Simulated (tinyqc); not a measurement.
AlGaN/GaN HEMT with access regions, lumped model: field plate: effect of the insulator under the field plate.

A polarisation-induced electron sheet under a Schottky gate, in series with two ungated access regions and contacts. Drift law v = mu E/(1 + mu E/vs) under the gate. Currents in mA/mm, resistances in ohm mm. No self-heating, no channel-length modulation; fits for polarisation, barrier and offset are chosen for the exercise.

sigma = (5e13 x + 1.6e13 x^2) cm^-2, phiB = 0.84 + 1.3 x, dEc = 0.7 (1.71 x + x^2) in volts, Cb = eps0 eps_r/d, VT = phiB - dEc - q sigma/Cb, access density n0 = -Cb VT/q. Off state: a depleted stretch that holds the voltage V has the peak field sqrt(k V), k = 2 q n0/(eps0 eps_r te), so one edge holds V1 = Ec^2/k. The sheet under the plate pinches off at Vf = q n0 (1/Cb + tf/(eps0 ei)); beyond it the gate edge is screened. BV = V1 if Vf >= V1, else Vf + V1, and at most Ec Ld.

Parameters, values chosen for the exercise; values close to those of AlGaN/GaN structures: aluminium share of the barrier x = 0.19; barrier thickness d = 20 nm; relative permittivity of barrier and channel eps_r = 9.3; drain access length Ld = 8 um; critical field Ec = 3.2 MV/cm; depth over which the depleted charge spreads te = 0.35 um; relative permittivity of that insulator ei = 3.9.

Constants: q = 1.602176634e-19 C, eps0 = 8.8541878128e-14 F/cm where lengths are in cm. Results are converted to the units shown.

The same in every row: V1 (V) = 116.09; Ec Ld (V) = 2560.0.

Result of one run:

| tf (nm) | Vf (V) | BV (V) |
|---|---|---|
| 220 | 84.070 | 200.16 |

What becomes of these results when the insulator under the field plate tf is changed from 220 to 100 nm, all else the same?

Result of the changed run:

| tf (nm) | Vf (V) | BV (V) |
|---|---|---|
| 100 | 39.898 | 155.99 |

The whole series:

| tf (nm) | Vf (V) | BV (V) |
|---|---|---|
| 31 | 14.499 | 130.59 |
| 46 | 20.020 | 136.11 |
| 68 | 28.118 | 144.21 |
| 100 | 39.898 | 155.99 |
| 150 | 58.303 | 174.39 |
| 220 | 84.070 | 200.16 |
| 330 | 124.56 | 116.09 |
| 490 | 183.46 | 116.09 |

BV goes from 131 through a maximum of 200 (at tf = 220 nm among the rows listed) to 116 V. The plate helps (Vf < V1) in 6 of the 8 rows, and the access length caps BV in 0. The best thickness makes Vf just under V1, tf = 307 nm, where both edges reach Ec together and BV nears 2 V1.

tinyqc, about 0.02 s, one thread, Intel Xeon 2.30GHz (shared host): `OMP_NUM_THREADS=1 python tinyqc.py 2570099 2570100 out.jsonl`
